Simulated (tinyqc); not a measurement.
Level against strength of the defect: Koster-Slater impurity in an sp3s* host.

sp3s* tight binding, nearest neighbours only: anion (a) at 0, cation (c) at a/4 (1,1,1), orbitals s, px, py, pz, s* on each; k in units of 2 pi/a. With phases e_j = exp(i (pi/2) k.n_j) for n = (1,1,1), (1,-1,-1), (-1,1,-1), (-1,-1,1): g0 = (e1+e2+e3+e4)/4, g1 = (e1+e2-e3-e4)/4, g2 = (e1-e2+e3-e4)/4, g3 = (e1-e2-e3+e4)/4. The diagonal holds the levels Esa, Epa, Exa (s*) and Esc, Epc, Exc. Anion-cation block: <sa|sc> = Vss g0; <sa|xc> = Vsapc g1; <xa|sc> = -Vscpa g1; <xa|xc> = Vxx g0; <xa|yc> = <ya|xc> = Vxy g3, <xa|zc> = <za|xc> = Vxy g2, <ya|zc> = <za|yc> = Vxy g1; <s*a|xc> = Vxapc g1; <xa|s*c> = -Vpaxc g1; y and z take g2 and g3 in place of g1; s-s* and s*-s* vanish.

A defect on a cation site (c) shifts the s level there by Vs or the three p levels by Vp and leaves the rest. A level in the gap solves 1/Vs = G_s(E) (symmetry A1) or 1/Vp = G_p(E) (T2, threefold), with G(E) = (1/N^3) sum over k and bands of w/(E - e), where w is the weight of the state on the s orbital of that site, or the mean weight on its px, py, pz. Mesh: k = f1 (-1,1,1) + f2 (1,-1,1) + f3 (1,1,-1), f = (j + 1/2)/N, j = 0 to N - 1. Energies from the top of the valence band at Gamma; the s* orbital of the site is left as it is. An infinite shift removes the s or p orbitals, the model of the ideal vacancy: G(E) = 0.

Parameters, chosen for this exercise (out of a larger set: near a published set for SiC; not measured data): p = (-8.424, 2.132, -4.85, 4.38, 9.71, 9.336, -12.391, 3.061, 5.965, 9.422, 9.183, 8.774, 4.392) eV (order Esa, Epa, Esc, Epc, Exa, Exc, Vss, Vxx, Vxy, Vsapc, Vscpa, Vxapc, Vpaxc); N = 5 (mesh).

Eg (smallest gap of the host) = 2.29507 eV

A dash: no level in the gap from 0 to Eg. The last row is the ideal vacancy.

Levels (eV above the valence band):
```
shift (eV)     A1     T2
-40         1.173  1.124
-20         2.119  1.428
-12             -  1.737
-8              -  1.972
-5              -  2.164
-3              -  2.269
+3              -      -
+5              -      -
+8              -      -
+12             -  0.026
+20             -  0.238
+40             -  0.485
vacancy         -  0.793
```

A1: a level lies in the gap for the attractive shifts -20 and -40 eV, and no repulsive one does; G has no zero in the gap, so there is no vacancy level there and a strong enough shift drives the level out through the far edge. T2: a level lies in the gap for the attractive shifts -3, -5, -8, -12, -20 and -40 eV and for the repulsive +12, +20 and +40 eV; both branches tend to the vacancy level, 0.793 eV, which pins them. A level passes the edges where the shift equals 1/G, a value that is sensitive to the mesh there: on this one 1/G(0) = -315.0 and 1/G(Eg) = -17.3 eV for s, 11.1 and -2.4 eV for p.

(tinyqc, `OMP_NUM_THREADS=1 python tinyqc.py 1482642 1482643 out.jsonl`, Intel(R) Xeon(R) Processor @ 2.30GHz, 1 thread, shared host, about 0.03 s.)
